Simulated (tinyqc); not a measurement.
Orbital energy against energy difference: ionisation energy by orbital energies and by energy differences in the cc-pvdz basis, for BeH2, spin multiplicity 1. Computed by the program tinyqc with PySCF. 

Geometry (angstrom):
```
atom       x        y       z
Be    0.0000   0.0000  0.0000
H     0.0000   1.2780  0.0590
H     0.0000  -1.2780  0.0590
```

CCSD(T) difference in the same basis = 12.0934 eV

IP-EOM-CCSD = 12.1255 eV

The cation is unrestricted; errors are against CCSD(T) in this basis, not against experiment.

First vertical ionisation energy (eV):
```
method     -e(HOMO)  E(cation) - E  error of -e(HOMO)  error of the difference
HF          12.3331      11.463301             0.2397                  -0.6301
LDA          7.5007      11.740196            -4.5927                  -0.3532
PBE          7.5178      11.764671            -4.5756                  -0.3288
B3LYP        8.7117      12.010235            -3.3817                  -0.0832
PBE0         8.8922      11.943325            -3.2012                  -0.1501
CAM-B3LYP   10.4022      12.108001            -1.6912                   0.0146
LC-wPBE     11.8612      12.256637            -0.2322                   0.1632
```

Koopmans errs by +0.24 eV and Delta-HF by -0.63 eV: relaxation, 0.87 eV, lowers the value and the missing correlation difference works against it. The PBE level is off by -4.6 eV through the wrong tail of its potential, though its energy difference is off by -0.33 eV; exact exchange deepens the level, and among the orbital energies LC-wPBE comes closest; among the differences CAM-B3LYP does.
